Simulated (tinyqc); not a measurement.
Moment against band filling: Stoner model of a band ferromagnet.

Density of states per atom and spin: flat with a rise to the top, D(e) = (M/W) [1 - sp + 4 sp (e/W + 1/2)^3]. Levels e -/+ I m/2 for up and down spin, m = n_up - n_down, n_up + n_down = nd. At zero temperature e(N) is the energy below which N states lie, and E(m) = sum over spins of integral e D de - I m^2/4.

Values chosen for the exercise: W = 5.1 eV (band width, e from -W/2 to W/2); M = 5 (states per atom and spin); sp = 0.31 (shape parameter); I = 1.11 eV (Stoner parameter).

Rigid band, I fixed: a Slater-Pauling curve.

Results:

| nd | I D(EF) | m (muB) | m_max |
|---|---|---|---|
| 3.0 | 0.851 | 0.000 | 3.0 |
| 4.0 | 0.965 | 0.000 | 4.0 |
| 5.0 | 1.115 | 5.000 | 5.0 |
| 6.0 | 1.291 | 4.000 | 4.0 |
| 6.5 | 1.386 | 3.500 | 3.5 |
| 7.0 | 1.483 | 3.000 | 3.0 |
| 7.5 | 1.583 | 2.500 | 2.5 |
| 8.0 | 1.685 | 2.000 | 2.0 |
| 8.5 | 1.787 | 1.500 | 1.5 |
| 9.0 | 1.891 | 1.000 | 1.0 |
| 9.5 | 1.996 | 0.500 | 0.5 |

What does the comparison show?

Magnetic fillings among those listed: 5.0, 6.0, 6.5, 7.0, 7.5, 8.0, 8.5, 9.0 and 9.5; the largest moment is 5.00 at nd = 5. At 5.0, 6.0, 6.5, 7.0, 7.5, 8.0, 8.5, 9.0 and 9.5 the moment is saturated and follows m_max, changing by one per electron.

Program tinyqc; command `OMP_NUM_THREADS=1 python tinyqc.py 1650805 1650806 out.jsonl`; about 0.2 s on one thread of a shared Intel(R) Xeon(R) Processor @ 2.30GHz.
